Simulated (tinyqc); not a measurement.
Series resistance and length offset from two lengths at two overdrives.

Problem. In strong inversion R W = Rsd + k(x)(L - dL), k(x) = (1 + th1 x)/(mu0 Cox x), x the overdrive, Cox = eps0 eox/tox, with Rsd and dL independent of x. Find dL, Rsd, mu0 and th1.

Parameters, values chosen for the exercise: relative permittivity of the gate insulator (close to silicon dioxide) eox = 3.9; insulator thickness tox = 4.9 nm.

Constants: eps0 = 8.8541878128e-14 F/cm where lengths are in cm. Results are converted to the units shown.

total resistance times width (ohm um):

|  | L = 0.068 um | L = 0.94 um |
|---|---|---|
| overdrive 0.54 V | 639.042246 | 10463.1410 |
| overdrive 1.05 V | 430.571708 | 6544.74578 |

Solution. At each overdrive R W is a straight line in L; the two lines cross at L = dL, R W = Rsd. Their slopes give k x = (1 + th1 x)/(mu0 Cox), a straight line in x.

dL = 0.01900 um
Rsd = 87.00 ohm um
mu0 = 300.0 cm^2/(V s)
th1 = 0.5300 1/V

Program tinyqc, `OMP_NUM_THREADS=1 python tinyqc.py 2210087 2210088 out.jsonl`; Intel Xeon 2.30GHz, shared host, one thread, about 0.01 s.
